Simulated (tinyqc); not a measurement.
Doping density: delta-doped layer in the Thomas-Fermi potential.

All donors ionised in the plane z = 0, zero temperature, energies from the Fermi level EF of the Thomas-Fermi model, which lies at the bulk band edge; c = hbar^2/2m0, q = e^2/(4 pi eps0). gv = 4 equivalent valleys, m_d = sqrt(m3^3/mz) in the plane. With n = (gv/3 pi^2)(m3 (-V)/c)^(3/2) and V'' = -(4 pi q/eps) n for z > 0, the solution is V = -b/(|z| + z0)^4 with sqrt(b) = 20/K, K = (4 pi q/eps)(gv/3 pi^2)(m3/c)^(3/2), and z0^5 = 4b/(e F0), e F0 = 2 pi q N/eps; 1e13/cm^2 = 1e-3/angstrom^2. Exchange and correlation are left out.

Subbands solve -(c/m_z) psi'' + V psi = E psi on 1280 points of spacing z0/80; up to ten levels for each group, kept if bound with an rms width below 2.5 z0.

Constants: hbar^2/2m0 = 3.80998211 eV angstrom^2; e^2/(4 pi eps0) = 14.39964547 eV angstrom.

Inputs chosen for the exercise (near those of a delta-doped layer in Ge; shifted at random, so the results belong to these values and not to a real crystal): m3 = 0.227 m0 (density-of-states mass of a valley); mz = 0.122 m0 (mass along z); eps = 15.6 (dielectric constant); Nl = (0.78, 1.6, 3.1, 5.5, 9.4, 16, 25) x 1e13/cm^2 (sheet densities).

The well, the lowest level and the filling anew; at zero temperature n_i = g m_d (mu - E_i)/(2 pi c), with mu fixed by sum n_i = N.

Results:
```
N (1e13/cm^2)  z0 (angstrom)  depth (eV)  lowest (eV)  next - lowest (eV)  occupied  share of lowest (%)
0.78                    58.4      0.0661      -0.0168                   -         1                100.0
1.6                     50.6      0.1174      -0.0339                   -         1                100.0
3.1                     44.3      0.1993      -0.0639                   -         1                100.0
5.5                     39.5      0.3153      -0.1099              0.1076         1                100.0
16                      31.9      0.7408      -0.2973              0.2750         2                 94.5
25                      29.2      1.0586      -0.4482              0.4017         2                 91.6
```

Give the missing row, N (1e13/cm^2) = 9.4.

Computed row:
```
N (1e13/cm^2)  z0 (angstrom)  depth (eV)  lowest (eV)  next - lowest (eV)  occupied  share of lowest (%)
9.4                     35.5      0.4841      -0.1815              0.1733         2                 97.7
```

The depth grows as N^(4/5) and z0 shrinks as N^(-1/5): factors 16.0 and 2.00 for 32 times the doping. The lowest level deepens faster, with exponent 0.95, since the zero-point energy takes a smaller share of a deeper well (75 % falling to 58 %). The number of occupied subbands is 1 in the first row and 2 in the last. Depths beyond about 0.5 eV stretch parabolic valleys past their range.

Run: tinyqc, `OMP_NUM_THREADS=1 python tinyqc.py 1251710 1251711 out.jsonl`; Intel(R) Xeon(R) Processor @ 2.30GHz, one thread, shared host; about 0.08 s of CPU time with all checks.
